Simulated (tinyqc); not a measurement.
Barrier height: exchange-split free-electron bands and tunnelling magnetoresistance.

Majority and minority bands E = c k^2/m -/+ Dx/2, c = hbar^2/2m0, so k_up = sqrt(m (EF + Dx/2)/c), k_dn = sqrt(m (EF - Dx/2)/c); n_s = k_s^3/(6 pi^2), D_s = m k_s/(4 pi^2 c).

Barrier: kappa = sqrt(mb phi/c), c = hbar^2/2m0. With a = k1/m, b = k2/m, w = kappa/mb, the transmission at normal incidence is T(k1, k2) = 4 a b w^2/[w^2 (a + b)^2 + (w^2 + a^2)(w^2 + b^2) sinh^2(kappa d)]. Parallel: G_P = T(up, up) + T(dn, dn); antiparallel: G_AP = 2 T(up, dn); TMR = (G_P - G_AP)/G_AP. Julliere: TMR = 2 P^2/(1 - P^2). Slonczewski factor: P_eff = P_k (w^2 - a_up a_dn)/(w^2 + a_up a_dn), P_k = (k_up - k_dn)/(k_up + k_dn).

Constants: hbar^2/2m0 = 3.80998211 eV angstrom^2.

Parameters, chosen for this exercise: EF = 3.87 eV (Fermi energy above the mean band bottom); Dx = 1.79 eV (exchange splitting); m = 1.25 m0 (mass in the electrodes); mb = 0.82 m0 (mass in the barrier); d = 9.9 angstrom (barrier thickness).

Results:
```
phi (eV)  w (1/angstrom)    P_eff  TMR (%)       G_P
0.20               0.253  -0.0997     1.92    0.0376
0.40               0.358  -0.0845     1.42    0.0116
0.70               0.473  -0.0655     0.86   0.00253
1.0                0.566  -0.0497     0.49  0.000668
1.5                0.693  -0.0286     0.16  9.67e-05
2.0                0.800  -0.0123     0.03  1.78e-05
3.0                0.980   0.0114     0.03  9.63e-07
4.0                1.132   0.0277     0.15  7.84e-08
6.0                1.386   0.0489     0.48  1.11e-09
10                 1.789   0.0708     1.01  1.23e-12
```

P_eff vanishes where w^2 = a_up a_dn, at phi = 2.47 eV, inside the table; the lowest TMR listed is 0.03 % at 3 eV. TMR is 1.9 % at the lowest barrier and 1.0 % at the highest, against 2.8 % for Julliere with P_k; P_eff tends to +P_k for very high barriers and to -P_k for very low ones. G_P falls by 10.5 decades.

Run: tinyqc, `OMP_NUM_THREADS=1 python tinyqc.py 1652405 1652406 out.jsonl`; Intel(R) Xeon(R) Processor @ 2.30GHz, one thread, shared host; about 0.01 s of CPU time with all checks.
